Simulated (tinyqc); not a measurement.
Undoped gate-all-around wire MOSFET, analytic charge model: two steps of the calculation.

An undoped round wire of radius R under an insulator shell and a surrounding gate; long channel, electrons only, n = ni exp((psi - V)/Vt) with V the quasi-Fermi potential (0 at the source, Vd at the drain), constant mobility, no quantisation. The radial Poisson equation gives n(r) = n(0)/(1 - (1 - b) r^2/R^2)^2 with b = Q0/(Q + Q0). Q is the electron charge per area of the wire surface.

Inputs (values chosen for the exercise); material values those of a made-up semiconductor: temperature T = 350 K; wire radius R = 5 nm; channel mobility mu = 610 cm^2/(V s); gate length L = 0.2 um; gate voltage Vg = 1.49 V; drain voltage Vd = 1 V.

Constants: q = 1.602176634e-19 C, kB = 1.380649e-23 J/K, Vt = kB T/q. Results are converted to the units shown.

Problem 1. Charge at the source by Newton steps in y = ln(Q/Q0). With V = 0 and Q = Q0 exp(y): f = Q/Cox + Vt y + Vt ln(1 + Q/Q0) - (Vg - V0); df/dy = Q/Cox + Vt (1 + Q/(Q + Q0)); y(new) = y - f/(df/dy).

y at the start = 3
Cox = 3.6750997 uF/cm^2
Q0 = 206.37485 nC/cm^2
V0 = 0.84798956 V

Give: Q; f; df/dy; y after iteration 1.

Solution 1.

Q = 4145.1 nC/cm^2
f = 0.66832 V
df/dy = 1.1868 V
y after iteration 1 = 2.4369

Problem 2. Drain current and line charge. Q solves Vg - V0 - V = Q/Cox + Vt ln(Q/Q0) + Vt ln(1 + Q/Q0). I = mu (2 pi R/L)[2 Vt (Qs - Qd) + (Qs^2 - Qd^2)/(2 Cox) + Vt Q0 ln((Qd + Q0)/(Qs + Q0))], with Qs at V = 0 and Qd at V = Vd. Electrons per length at the source: 2 pi R Qs/q; surface over centre density: (1 + Qs/Q0)^2.

Qs = 1860.3416 nC/cm^2
Qd = 0.0014448582 nC/cm^2
Cox = 3.6750997 uF/cm^2
Q0 = 206.37485 nC/cm^2

Give: first term; second term; third term; I; electrons per length; surface over centre density.

Solution 2.

first term = 10.75 uA
second term = 45.12 uA
third term = -1.374 uA
I = 54.50 uA
electrons per length = 3.648 1/nm
surface over centre density = 100.3

The square-law term makes up 82.8 % of the current.

Numbers from tinyqc (`OMP_NUM_THREADS=1 python tinyqc.py 2460118 2460119 out.jsonl`; about 0.03 s on one thread of a shared Intel Xeon 2.30GHz).
